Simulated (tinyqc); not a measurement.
Full law against its linear and parabolic limits: Deal-Grove kinetics of thermal oxidation of silicon. Computed by tinyqc, a small Python program. Command: `OMP_NUM_THREADS=1 python tinyqc.py 3012093 3012094 out.jsonl oxide walk`. One thread of a shared host (Intel(R) Xeon(R) Processor @ 2.30GHz), about 0.08 s of CPU time with the checks.

Oxidant diffuses through the oxide and reacts at the interface, so that dx/dt = B/(A + 2x) for the oxide thickness x.

Inputs (values chosen for the exercise, close to those used for silicon):
```
quantity                       value    unit
prefactor B0                     843  um^2/h
activation energy E_B           1.24      eV
prefactor (B/A)0            7.13e+06    um/h
activation energy E_A           2.01      eV
temperature T                   1200       C
oxidant pressure p               0.5     atm
pressure exponent m of B/A      0.78       -
initial oxide x_i              0.005      um
time t                           5.6       h
```

Ambient: dry oxygen. Surface: (111).

Constants: k_B = 8.617333262e-05 eV/K.

Method:
- B = B0 p exp(-E_B/(k_B T)), B/A = (B/A)0 p^m exp(-E_A/(k_B T)), p in atm; A = B/(B/A).
- Temperatures in kelvin are T(C) + 273.15.
- tau = (x_i^2 + A x_i)/B and x = (A/2) [sqrt(1 + 4 B (t + tau)/A^2) - 1], the root of x^2 + A x = B (t + tau).
- Silicon consumed is 0.44 times the oxide grown; the rate is B/(A + 2x).
- Linear limit x = (B/A)(t + tau); parabolic limit x = sqrt(B (t + tau)).

tau = 0.0100947 h

length A = 0.0437271 um

parabolic constant B = 0.0241350 um^2/h

linear constant B/A = 0.551945 um/h

Thickness (um):
```
t (h)     full  linear limit  parabolic limit    2x/A
0.05   0.02205    3.3169e-02          0.03808   1.009
0.1    0.03413    6.0766e-02          0.05155   1.561
0.25   0.06033    1.4356e-01          0.07923   2.759
0.5    0.09123    2.8154e-01          0.11096   4.172
1      0.13580    5.5752e-01          0.15614   6.211
2      0.19948    1.1095e+00          0.22026   9.124
4      0.29000    2.2134e+00          0.31110  13.264
8      0.41837    4.4211e+00          0.43969  19.135
16     0.60013    8.8367e+00          0.62161  27.449
32     0.85736    1.7668e+01          0.87896  39.214
```

What does the comparison show, and why?

Both limits lie above the full result, since each drops one resistance. The linear law overshoots by 50 % in the first row and 2000 % in the last, the parabolic law by 73 % and 2.5 %. The better limit switches between 0.05 and 0.1 h; both give the same value where B (t + tau) = A^2, at 2x/A = sqrt5 - 1 = 1.24.

Extremes, crossings and ranges named in words are read from the listed rows.
